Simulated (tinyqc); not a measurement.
Convergence with the size of the ring: vibrations of a mass or spring defect in a linear chain. Computed by tinyqc, a small Python program. Command: `OMP_NUM_THREADS=1 python tinyqc.py 3030510 3030511 out.jsonl localmode walk`. One thread of a shared host (Intel(R) Xeon(R) Processor @ 2.30GHz), about 0.01 s of CPU time with the checks.

A ring of N atoms with nearest-neighbour springs k and motion along the chain. Atom 1 is the defect, of mass M', and its two springs are k'. All other atoms have the mass M.

Inputs (values chosen for the exercise, for a model chain):

| quantity | value | unit |
|---|---|---|
| spring constant k | 6.56 | eV/angstrom^2 |
| host mass M | 46.2 | u |
| defect mass M' | 166 | u |
| spring ratio k'/k at the defect | 1 | - |

Host: monatomic.

Constants: nu for 1 eV/(angstrom^2 u) = 15.6333042 THz.

Method:
- Host band: lambda from 0 to 4k/M.
- nu = 15.6333042 THz x sqrt(lambda), lambda in eV/(angstrom^2 u).
- D_ii = (sum of the two springs at i)/M_i, D_ij = -k_ij/sqrt(M_i M_j) for neighbours, closed into a ring.
- The same matrix for 120 atoms; amplitudes are the mass-weighted eigenvector, in size, relative to the defect, for the highest mode; its weight is the squared component of the normalised eigenvector on the defect.

band edges (THz): 0.0000  11.7818

ratio to the top of the host band = 0.999915

Highest mode:

| N | frequency (THz) | weight on the defect | modes outside the bands |
|---|---|---|---|
| 4 | 11.039 | 3.2875e-02 | 0 |
| 6 | 11.428 | 1.0396e-02 | 0 |
| 8 | 11.576 | 4.5437e-03 | 0 |
| 12 | 11.687 | 1.3985e-03 | 0 |
| 20 | 11.747 | 3.1218e-04 | 0 |
| 40 | 11.773 | 4.0064e-05 | 0 |
| 80 | 11.780 | 5.0776e-06 | 0 |
| 120 | 11.781 | 1.5115e-06 | 0 |

The weight of the highest mode on the defect goes from 3.2875e-02 in a ring of 4 atoms to 1.5115e-06 in one of 120.

Extremes, crossings and ranges named in words are read from the listed rows.
